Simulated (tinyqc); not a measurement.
Width of the inclusion: polytypes by hexagonality, and a cubic inclusion as a quantum well.

Gap: E3 + (E2 - E3) h. Valence top Ev2 h and polarisation P2 h, both counted from 3C; Ec = Ev + gap.

A cubic inclusion of width L = N d in the host (h = 1) is a well of depth V = Ec(host) - Ec(3C). Square well with mass mismatch: k tan(k L/2) = (m_w/m_b) q, k = sqrt(m_w E/c), q = sqrt(m_b (V - E)/c), c = hbar^2/2m0, lowest root. The depth of the level, V - E, is its binding, and the transition to the valence top of the host is gap(host) - (V - E). The step in polarisation gives a field |F| = |P|/(eps eps0) in a thin inclusion, eps0 = 8.8541878e-12 F/m.

Constants: hbar^2/2m0 = 3.80998211 eV angstrom^2.

Parameters, chosen for this exercise (of the order of those of GaAs; not measured data): E3 = 1.502 eV (gap of the cubic polytype); E2 = 1.534 eV (gap of 2H); Ev2 = 0.133 eV (valence top of 2H above that of 3C); P2 = 0.002 C/m^2 (spontaneous polarisation of 2H); m = (0.068, 0.067) m0 (electron mass along c in the cubic layer and in the host); d = 3.257 angstrom (thickness of a double layer); eps = 12.9 (dielectric constant).

Without the field: square well. With it, the potential inside is |F| (z - L/2), the host conduction edge lies at V - |F| L/2 on one side and V + |F| L/2 on the other, and the lowest level E_F is found by finite differences (step 0.25 angstrom, wide box, good to about 1 meV). Holes sit in the host on the high side, so the transition is gap(host) - V + E_F - |F| L/2. A dash: bound by less than 2 meV or not at all.

Results:

| N | L (angstrom) | depth (eV) | transition (eV) | depth below the low side, with field (eV) | transition with field (eV) |
|---|---|---|---|---|---|
| 2 | 6.51 | 0.005 | 1.529 | - | - |
| 4 | 13.03 | 0.018 | 1.516 | 0.008 | 1.503 |
| 6 | 19.54 | 0.034 | 1.500 | 0.019 | 1.481 |
| 10 | 32.57 | 0.066 | 1.468 | 0.040 | 1.437 |
| 15 | 48.85 | 0.095 | 1.439 | 0.057 | 1.391 |
| 20 | 65.14 | 0.114 | 1.420 | 0.066 | 1.354 |
| 30 | 97.71 | 0.135 | 1.399 | 0.070 | 1.293 |

The square well binds a level even at N = 2 (5 meV), as any symmetric one-dimensional well does; the depth grows to 135 of 165 meV, and the transition tends to E3 - Ev(host) = 1.369 eV. With the field the level is bound by 2 meV or more for N = 4, 6, 10, 15, 20 and 30, and the transition is lowered by 13 meV at N = 4 and 106 meV at N = 30, where |F| L/2 = 86 meV. Free carriers or surface charge screen the field and the step between the two sides; with the field removed every row returns to its square-well depth, and the attraction to the hole, left out here, binds the electron further.

Run: tinyqc, `OMP_NUM_THREADS=1 python tinyqc.py 1880970 1880971 out.jsonl`; Intel(R) Xeon(R) Processor @ 2.30GHz, one thread, shared host; about 0.08 s of CPU time with all checks.
